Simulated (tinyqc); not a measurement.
Schottky barrier on an n-type semiconductor with a surface-enhanced doping, non-linear Poisson equation by Newton steps: two steps of the calculation.

One dimension, metal at x = 0, donor density C(x) = Nd + N0 exp(-x/Ls). Energies are counted from the electron Fermi level of the semiconductor and the conduction-band edge is Ec = -psi, so n = Nc exp(psi/Vt); holes follow the Fermi level of the metal, at -V, so p = Nv exp((V - psi - Eg)/Vt). Ends: psi(0) = V - phiB and psi = Vt ln(Nd/Nc) deep inside. Boltzmann statistics, full ionisation, no current, no image force in the Poisson equation.

Inputs (values chosen for the exercise); band and dielectric values close to those of gallium arsenide:
```
symbol,value,unit,meaning
T,293,K,temperature
Eg,1.42,eV,band gap
eps_r,13.1,,relative permittivity
Nc,4.18e17,cm^-3,conduction-band density of states at T
Nv,8.59e18,cm^-3,valence-band density of states at T
Nd,5e15,cm^-3,donor density deep in the semiconductor
phiB,0.74,eV,barrier height
V,0.19,V,bias of the metal against the semiconductor
```

Constants: q = 1.602176634e-19 C, kB = 1.380649e-23 J/K, Vt = kB T/q, eps0 = 8.8541878128e-14 F/cm where lengths are in cm. Results are converted to the units shown.

Task 1. End potentials, built-in voltage, Debye length. psi_0 = V - phiB, psi_b = Vt ln(Nd/Nc), Vbi = phiB - Vt ln(Nc/Nd), LD = sqrt(eps0 eps_r Vt/(q Nd)), W = sqrt(2 eps0 eps_r (Vbi - V)/(q Nd)), hole density at the metal p_0 = Nv exp((phiB - Eg)/Vt).

Give: psi_0; psi_b; Vbi; LD; W for uniform Nd; p_0.

Result 1.

psi_0 = -0.5500 V
psi_b = -0.1118 V
Vbi = 0.6282 V
LD = 60.46 nm
W for uniform Nd = 356.2 nm
p_0 = 1.728e7 cm^-3

The hole density at the metal is 3.5e-9 times Nd, so holes hardly matter.

Task 2. Newton step. Solve the tridiagonal system a_(i-1) d_(i-1) + b_i d_i + a_i d_(i+1) = -F_i for nodes 1 to 13, with d = 0 on fixed nodes. If the largest |d| exceeds 4 Vt, the whole step is scaled down so that it equals 4 Vt.

| interval | coupling a_i (F/cm^2) |
|---|---|
| 0 | 1.1598986e-7 |
| 1 | 1.0449537e-7 |
| 2 | 9.3540210e-8 |
| 3 | 8.4050623e-8 |
| 4 | 7.5318091e-8 |
| 5 | 6.7830328e-8 |
| 6 | 6.1047295e-8 |
| 7 | 5.4712198e-8 |
| 8 | 4.8329108e-8 |
| 9 | 4.4611485e-8 |
| 10 | 3.9996504e-8 |
| 11 | 3.5148443e-8 |
| 12 | 3.2219406e-8 |
| 13 | 2.8997465e-8 |

| node | diagonal b (F/cm^2) | residual F (C/cm^2) |
|---|---|---|
| 1 | -2.2052736e-7 | 2.9956608e-8 |
| 2 | -2.1885470e-7 | 1.8076960e-8 |
| 3 | -5.6835097e-7 | 4.8893533e-9 |
| 4 | -6.2259452e-7 | 5.6903353e-9 |
| 5 | -6.5872509e-7 | 2.8808008e-9 |
| 6 | -7.0156432e-7 | 1.3009842e-9 |
| 7 | -7.5348817e-7 | 5.3296219e-10 |
| 8 | -8.2008947e-7 | 1.9634849e-10 |
| 9 | -8.8613546e-7 | 6.1415308e-11 |
| 10 | -9.5712235e-7 | 1.7193790e-11 |
| 11 | -1.0587066e-6 | 4.2124047e-12 |
| 12 | -1.1619768e-6 | 8.2544196e-13 |
| 13 | -1.2668731e-6 | 1.3670276e-13 |

| node | psi at the start (V) |
|---|---|
| 0 | -0.55000000 |
| 1 | -0.33849307 |
| 2 | -0.18459939 |
| 3 | -0.11331037 |
| 4 | -0.11175223 |
| 5 | -0.11175223 |
| 6 | -0.11175223 |
| 7 | -0.11175223 |
| 8 | -0.11175223 |
| 9 | -0.11175223 |
| 10 | -0.11175223 |
| 11 | -0.11175223 |
| 12 | -0.11175223 |
| 13 | -0.11175223 |
| 14 | -0.11175223 |

Wanted: Newton step d, before damping; psi after iteration 1.

Result 2.

| node | Newton step d, before damping (V) |
|---|---|
| 1 | 0.2383 |
| 2 | 0.2163 |
| 3 | 0.0466 |
| 4 | 0.0162 |
| 5 | 0.0065 |
| 6 | 0.0026 |
| 7 | 0.0009 |
| 8 | 0.0003 |
| 9 | 0.0001 |
| 10 | 0.0000 |
| 11 | 0.0000 |
| 12 | 0.0000 |
| 13 | 0.0000 |

| node | psi after iteration 1 (V) |
|---|---|
| 0 | -0.5500 |
| 1 | -0.2375 |
| 2 | -0.0929 |
| 3 | -0.0936 |
| 4 | -0.1049 |
| 5 | -0.1090 |
| 6 | -0.1107 |
| 7 | -0.1114 |
| 8 | -0.1116 |
| 9 | -0.1117 |
| 10 | -0.1117 |
| 11 | -0.1118 |
| 12 | -0.1118 |
| 13 | -0.1118 |
| 14 | -0.1118 |

Program tinyqc, `OMP_NUM_THREADS=1 python tinyqc.py 2020089 2020090 out.jsonl`; Intel Xeon 2.30GHz, shared host, one thread, about 0.08 s.
